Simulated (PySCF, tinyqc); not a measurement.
G0W0 on RHF in the sto-3g basis, for H3-, spin multiplicity 1, step by step. The basis has no diffuse functions, so it cannot describe the extra electron: this is an exercise in the method, not the real anion. The lowest restricted solution is unstable here: a spin-polarised one lies 0.1506 hartree lower (PySCF). Computed by tinyqc, a small Python program that keeps every step (integrals from PySCF). Settings: charge = -1, multiplicity = 1, basis = sto-3g, method = RHF, energy threshold = 1e-10, iteration cap = 78, orthogonalisation = symmetric, start = Wolfsberg-Helmholz matrix, DIIS depth = 6. Command: `OMP_NUM_THREADS=1 python tinyqc.py 29302 29303 out.jsonl` (the two numbers bound the seeds that draw the settings). One thread of a shared host (Intel(R) Xeon(R) Processor @ 2.60GHz), about 0.05 s of CPU time with the checks. The early iterations of the SCF are left out here.

## One-electron integrals

Geometry (angstrom):
```
atom         x         y         z
H     0.000000  0.000000  0.000000
H     0.000000  0.000000  1.195000
H     0.000000  1.035000  0.598000
```

Basis sto-3g: exponents (1/bohr^2) and contraction coefficients of normalised primitives:
```
element  l (shell)  exponent  coefficient
H            s (1)  3.425251     0.154329
H            s (1)  0.623914     0.535328
H            s (1)  0.168855     0.444635
```

Overlap, kinetic and nuclear-attraction integrals over the contracted functions; the nuclear repulsion is the sum of Za Zb / Rab.

nuclear repulsion = 1.32841438 hartree

overlap S, order 1H 1s, 2H 1s, 3H 1s:
$$\begin{pmatrix}
1.000000 & 0.389552 & 0.389382 \\
0.389552 & 1.000000 & 0.389635 \\
0.389382 & 0.389635 & 1.000000
\end{pmatrix}$$

kinetic energy T (hartree), order 1H 1s, 2H 1s, 3H 1s:
$$\begin{pmatrix}
0.760032 & 0.053948 & 0.053873 \\
0.053948 & 0.760032 & 0.053985 \\
0.053873 & 0.053985 & 0.760032
\end{pmatrix}$$

nuclear attraction V (hartree), order 1H 1s, 2H 1s, 3H 1s:
$$\begin{pmatrix}
-2.099553 & -0.755859 & -0.755483 \\
-0.755859 & -2.099723 & -0.756042 \\
-0.755483 & -0.756042 & -2.099609
\end{pmatrix}$$

core Hamiltonian H = T + V (hartree), order 1H 1s, 2H 1s, 3H 1s:
$$\begin{pmatrix}
-1.339521 & -0.701911 & -0.701610 \\
-0.701911 & -1.339691 & -0.702057 \\
-0.701610 & -0.702057 & -1.339577
\end{pmatrix}$$

## Two-electron integrals

Functions are numbered as in S; the eight-fold symmetry (ij|kl) = (ji|kl) = (kl|ij) leaves the list below.

Two-electron integrals (ij|kl) in chemists' order, unique and non-zero (hartree):
```
(11|11) 0.774606   (21|11) 0.228584   (21|21) 0.092553   (22|11) 0.419256
(22|21) 0.228584   (22|22) 0.774606   (31|11) 0.228461   (31|21) 0.081209
(31|22) 0.173562   (31|31) 0.092464   (32|11) 0.173635   (32|21) 0.081258
(32|22) 0.228644   (32|31) 0.081225   (32|32) 0.092596   (33|11) 0.419163
(33|21) 0.173611   (33|22) 0.419301   (33|31) 0.228461   (33|32) 0.228644
(33|33) 0.774606
```

## Orthogonalisation

S = U s U^T; symmetric (Loewdin) form X = U s^(-1/2) U^T, so that X^T S X = 1.

eigenvalues of S: [0.610328, 0.610625, 1.779046]

X, order 1H 1s, 2H 1s, 3H 1s:
$$\begin{pmatrix}
1.103112 & -0.176737 & -0.176592 \\
-0.176737 & 1.103212 & -0.176807 \\
-0.176592 & -0.176807 & 1.103145
\end{pmatrix}$$

## Iteration 10 (converged): orbitals

converged F (hartree), order 1H 1s, 2H 1s, 3H 1s:
$$\begin{pmatrix}
0.229743 & -0.222001 & -0.055777 \\
-0.222001 & 0.144927 & -0.222128 \\
-0.055777 & -0.222128 & 0.229640
\end{pmatrix}$$

Diagonalise F' = X^T F X, C = X C', fill 2 alpha and 2 beta electrons from the bottom; D = 2 C_occ C_occ^T. Each column has its largest component positive (the first on a tie).

F' = X^T F X (hartree):
$$\begin{pmatrix}
0.385680 & -0.297509 & -0.081833 \\
-0.297509 & 0.360482 & -0.297716 \\
-0.081833 & -0.297716 & 0.385669
\end{pmatrix}$$

orbital energies (hartree): MO1 -0.089678, MO2 0.467507, MO3 0.754002

coefficients C, order 1H 1s, 2H 1s, 3H 1s:
$$\begin{pmatrix}
0.357684 & 0.905162 & -0.576212 \\
0.570839 & -0.000195 & 0.976584 \\
0.357992 & -0.904636 & -0.576931
\end{pmatrix}$$

D after iteration 10, order 1H 1s, 2H 1s, 3H 1s:
$$\begin{pmatrix}
1.894514 & 0.408008 & -1.381589 \\
0.408008 & 0.651715 & 0.409065 \\
-1.381589 & 0.409065 & 1.893051
\end{pmatrix}$$

## Convergence

Stop when the energy changes by less than 1e-10 hartree and every element of the error matrix X^T (F D S - S D F) X is below 3e-06.

Course of the cycle:
```
iteration  E (hartree)     change  largest element of the error matrix
1          -0.84284841          -                             1.39e-01
2          -0.86661338  -2.38e-02                             2.69e-02
3          -0.86973198  -3.12e-03                             1.42e-02
4          -0.87131000  -1.58e-03                             5.28e-03
5          -0.87128944   2.06e-05                             6.35e-03
6          -0.87131415  -2.47e-05                             4.99e-03
7          -0.87132757  -1.34e-05                             4.08e-03
8          -0.87135516  -2.76e-05                             7.86e-05
9          -0.87135518  -1.16e-08                             2.24e-07
10         -0.87135518  -6.08e-14                             3.65e-08
```

PySCF RHF in the same basis = -0.87135518 hartree

Converged in 10 iterations.

## Integrals over molecular orbitals

(pq|rs) = sum C_ip C_jq C_kr C_ls (ij|kl), one index at a time.

one-electron integrals over orbitals h = C^T H C (hartree):
$$\begin{pmatrix}
-1.532854 & -0.000077 & 0.066878 \\
-0.000077 & -1.044744 & 0.000041 \\
0.066878 & 0.000041 & -1.053725
\end{pmatrix}$$

Two-electron integrals over orbitals (pq|rs), unique and non-zero (hartree):
```
(11|11) 0.554295    (21|11) -0.000058   (21|21) 0.117369    (22|11) 0.503125
(22|21) 0.000134    (22|22) 0.623370    (31|11) 0.042301    (31|21) 0.000025
(31|22) -0.108559   (31|31) 0.164191    (32|11) 0.000037    (32|21) -0.107938
(32|22) -0.000089   (32|31) -0.000087   (32|32) 0.109766    (33|11) 0.550083
(33|21) -0.000099   (33|22) 0.490759    (33|31) 0.067672    (33|32) 0.000069
(33|33) 0.576290
```

## Screening: direct RPA

With D = e_a - e_i and K = (ia|jb): diagonalise D^(1/2) (D + 4K) D^(1/2) = Z w^2 Z^T; X + Y = D^(1/2) Z w^(-1/2), each column of Z with its largest component positive (the first on a tie); E_c = (sum w - tr (D + 2K)) / 2.

D^(1/2) (D + 4K) D^(1/2) (hartree^2), order 1>3, 2>3:
$$\begin{pmatrix}
1.265894 & -0.000171 \\
-0.000171 & 0.207869
\end{pmatrix}$$

excitation energies w (hartree): [0.455927, 1.125120]

X + Y, order 1>3, 2>3:
$$\begin{pmatrix}
0.000220 & 0.865943 \\
0.792704 & -0.000082
\end{pmatrix}$$

RPA correlation energy = -0.04852152 hartree

## G0W0 on Hartree-Fock: HOMO

W(p,q,m) = sqrt2 sum_ia (pq|ia) (X+Y)_ia,m; Sigma_c(x) = sum_(i,m) W^2/(x - e_i + w_m) + sum_(a,m) W^2/(x - e_a - w_m); solve x = e_p + Sigma_c(x) by Newton steps; Z = 1/(1 - dSigma/dx); 1 hartree = 27.211386 eV.

The 12 largest terms at x = e_p (hartree; W for the signs of X + Y given):
```
q  m          W       term
3  1   0.123054  -0.020396
2  2  -0.132944   0.015709
1  1  -0.121004   0.014452
2  1  -0.000134   3.92e-08
3  2  -0.000119  -1.01e-08
1  2   0.000044   1.13e-09
```

Newton steps (hartree):
```
step         x  Sigma_c(x)         Z
0     0.467507    0.009765  0.947240
1     0.476757    0.009249  0.947048
2     0.476756    0.009249  0.947048
```

quasiparticle energy of the HOMO = 12.973196 eV

Hartree-Fock value = 12.721512 eV

## G0W0 on Hartree-Fock: LUMO

As before.

The 12 largest terms at x = e_p (hartree; W for the signs of X + Y given):
```
q  m          W       term
1  2   0.201073   0.020536
2  1   0.123054   0.020396
3  2   0.082873  -0.006104
3  1   0.000099  -2.14e-08
2  2  -0.000119   1.01e-08
1  1  -0.000047   1.67e-09
```

Newton steps (hartree):
```
step         x  Sigma_c(x)         Z
0     0.754002    0.034827  0.958471
1     0.787382    0.033420  0.960609
2     0.787421    0.033419  0.960611
```

quasiparticle energy of the LUMO = 21.426804 eV

Hartree-Fock value = 20.517429 eV
